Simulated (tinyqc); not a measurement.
Inside a calculation. Method: CID on RHF in the sto-3g basis, for H3-, spin multiplicity 1. The basis has no diffuse functions, so it cannot describe the extra electron: this is an exercise in the method, not the real anion. Computed by tinyqc, a small Python program that keeps every step (integrals from PySCF). Settings: charge = -1, multiplicity = 1, basis = sto-3g, method = RHF, energy threshold = 1e-10, iteration cap = 81, orthogonalisation = canonical, start = Wolfsberg-Helmholz matrix, DIIS depth = 6, ci = CID, davidson = 1. Command: `OMP_NUM_THREADS=1 python tinyqc.py 23061 23062 out.jsonl` (the two numbers bound the seeds that draw the settings). One thread of a shared host (Intel(R) Xeon(R) Processor @ 2.60GHz), about 0.07 s of CPU time with the checks. The early iterations of the SCF are left out here.

## One-electron integrals

Geometry (angstrom):
```
atom         x         y          z
H     0.000000  0.000000   0.000000
H     0.000000  0.000000   1.137000
H     0.000000  0.511000  -1.016000
```

Basis sto-3g: exponents (1/bohr^2) and contraction coefficients of normalised primitives:
```
element  l (shell)  exponent  coefficient
H            s (1)  3.425251     0.154329
H            s (1)  0.623914     0.535328
H            s (1)  0.168855     0.444635
```

Overlap, kinetic and nuclear-attraction integrals over the contracted functions; the nuclear repulsion is the sum of Za Zb / Rab.

nuclear repulsion = 1.16986381 hartree

overlap S, order 1H 1s, 2H 1s, 3H 1s:
$$\begin{pmatrix}
1.000000 & 0.419616 & 0.419474 \\
0.419616 & 1.000000 & 0.083210 \\
0.419474 & 0.083210 & 1.000000
\end{pmatrix}$$

kinetic energy T (hartree), order 1H 1s, 2H 1s, 3H 1s:
$$\begin{pmatrix}
0.760032 & 0.068056 & 0.067986 \\
0.068056 & 0.760032 & -0.011443 \\
0.067986 & -0.011443 & 0.760032
\end{pmatrix}$$

nuclear attraction V (hartree), order 1H 1s, 2H 1s, 3H 1s:
$$\begin{pmatrix}
-2.140675 & -0.766016 & -0.765695 \\
-0.766016 & -1.922808 & -0.140268 \\
-0.765695 & -0.140268 & -1.922710
\end{pmatrix}$$

core Hamiltonian H = T + V (hartree), order 1H 1s, 2H 1s, 3H 1s:
$$\begin{pmatrix}
-1.380643 & -0.697960 & -0.697709 \\
-0.697960 & -1.162776 & -0.151711 \\
-0.697709 & -0.151711 & -1.162678
\end{pmatrix}$$

## Two-electron integrals

Functions are numbered as in S; the eight-fold symmetry (ij|kl) = (ji|kl) = (kl|ij) leaves the list below.

Two-electron integrals (ij|kl) in chemists' order, unique and non-zero (hartree):
```
(11|11) 0.774606   (21|11) 0.250632   (21|21) 0.108948   (22|11) 0.435741
(22|21) 0.250632   (22|22) 0.774606   (31|11) 0.250527   (31|21) 0.076964
(31|22) 0.133379   (31|31) 0.108867   (32|11) 0.046859   (32|21) 0.017759
(32|22) 0.036883   (32|31) 0.017753   (32|32) 0.003458   (33|11) 0.435664
(33|21) 0.133413   (33|22) 0.238783   (33|31) 0.250527   (33|32) 0.036883
(33|33) 0.774606
```

## Orthogonalisation

S = U s U^T; canonical form X = U s^(-1/2), so that X^T S X = 1. Each column of U has its largest component positive (the first on a tie).

eigenvalues of S: [0.446821, 0.916790, 1.636389]

X, order 1H 1s, 2H 1s, 3H 1s:
$$\begin{pmatrix}
1.094208 & -0.000052 & 0.533083 \\
-0.721532 & -0.738369 & 0.404357 \\
-0.721202 & 0.738629 & 0.404252
\end{pmatrix}$$

## Iteration 5 (converged): orbitals

converged F (hartree), order 1H 1s, 2H 1s, 3H 1s:
$$\begin{pmatrix}
0.123870 & -0.225567 & -0.225483 \\
-0.225567 & 0.126816 & -0.041635 \\
-0.225483 & -0.041635 & 0.126925
\end{pmatrix}$$

Diagonalise F' = X^T F X, C = X C', fill 2 alpha and 2 beta electrons from the bottom; D = 2 C_occ C_occ^T. Each column has its largest component positive (the first on a tie).

F' = X^T F X (hartree):
$$\begin{pmatrix}
0.949066 & -0.000053 & -0.003555 \\
-0.000053 & 0.183800 & 0.000036 \\
-0.003555 & 0.000036 & -0.131361
\end{pmatrix}$$

orbital energies (hartree): MO1 -0.131373, MO2 0.183800, MO3 0.949077

coefficients C, order 1H 1s, 2H 1s, 3H 1s:
$$\begin{pmatrix}
0.536680 & 0.000086 & 1.092448 \\
0.402066 & -0.738373 & -0.722808 \\
0.401792 & 0.738626 & -0.722579
\end{pmatrix}$$

D after iteration 5, order 1H 1s, 2H 1s, 3H 1s:
$$\begin{pmatrix}
0.576051 & 0.431435 & 0.431394 \\
0.431435 & 1.413703 & -0.767669 \\
0.431394 & -0.767669 & 1.414009
\end{pmatrix}$$

## Convergence

Stop when the energy changes by less than 1e-10 hartree and every element of the error matrix X^T (F D S - S D F) X is below 3e-06.

Course of the cycle:
```
iteration  E (hartree)     change  largest element of the error matrix
1          -1.29138445          -                             1.60e-01
2          -1.30477147  -1.34e-02                             1.83e-02
3          -1.30494658  -1.75e-04                             2.33e-05
4          -1.30494658  -2.85e-10                             5.03e-07
5          -1.30494658  -9.95e-14                             2.55e-07
```

PySCF RHF in the same basis = -1.30494658 hartree

Converged in 5 iterations.

## Integrals over molecular orbitals

(pq|rs) = sum C_ip C_jq C_kr C_ls (ij|kl), one index at a time.

one-electron integrals over orbitals h = C^T H C (hartree):
$$\begin{pmatrix}
-1.424459 & -0.000006 & -0.117353 \\
-0.000006 & -1.102778 & -0.000016 \\
-0.117353 & -0.000016 & -0.816967
\end{pmatrix}$$

Two-electron integrals over orbitals (pq|rs), unique and non-zero (hartree):
```
(11|11) 0.525706    (21|11) -0.000073   (21|21) 0.159596    (22|11) 0.463488
(22|21) 0.000079    (22|22) 0.519198    (31|11) 0.076052    (31|21) 0.000050
(31|22) -0.050745   (31|31) 0.140721    (32|11) 0.000077    (32|21) -0.142791
(32|22) -0.000088   (32|31) -0.000018   (32|32) 0.145008    (33|11) 0.546494
(33|21) -0.000029   (33|22) 0.479393    (33|31) 0.092485    (33|32) 0.000045
(33|33) 0.597799
```

## CID: determinants and Hamiltonian

Hartree-Fock energy = -1.30494658 hartree

Slater-Condon rules over spin orbitals, with the nuclear repulsion added and E(HF) subtracted on the diagonal.

Occupation strings over the orbitals (2 doubly, a alpha, b beta, 0 empty; spin orbitals ordered 1a 1b 2a 2b ...): 220 202 ab2 ba2 022

H - E(HF) between determinants (hartree), order 220, 202, ab2, ba2, 022:
$$\begin{pmatrix}
0.000000 & 0.145008 & 0.000018 & -0.000018 & 0.140721 \\
0.145008 & 1.019997 & -0.000120 & 0.000120 & 0.159596 \\
0.000018 & -0.000120 & 1.140971 & -0.159596 & 0.000032 \\
-0.000018 & 0.000120 & -0.159596 & 1.140971 & -0.000032 \\
0.140721 & 0.159596 & 0.000032 & -0.000032 & 1.379872
\end{pmatrix}$$

## CID: roots

Diagonalise (each vector has its largest component positive (the first on a tie)); all determinants have Ms = 0, so triplets appear too. The lowest singlet root is the correlation energy.

lowest roots of this matrix, relative to E(HF) (hartree): [-0.030187, 0.966488, 0.981375, 1.300567, 1.463568]

lowest vectors, order 220, 202, ab2, ba2, 022:
$$\begin{pmatrix}
0.988707 & 0.082242 & 0.000000 & 0.000003 \\
-0.123651 & 0.920003 & 0.000000 & -0.000432 \\
-0.000022 & 0.000361 & 0.707107 & 0.707107 \\
0.000022 & -0.000361 & 0.707107 & -0.707107 \\
-0.084675 & -0.383184 & 0.000000 & 0.000296
\end{pmatrix}$$

<S^2> of these roots: [0.000000, 0.000000, 2.000000, 0.000000, 0.000000]

weight of the ground state by excitation level 0, 1, 2, ...: [0.977541, 0.000000, 0.022459]
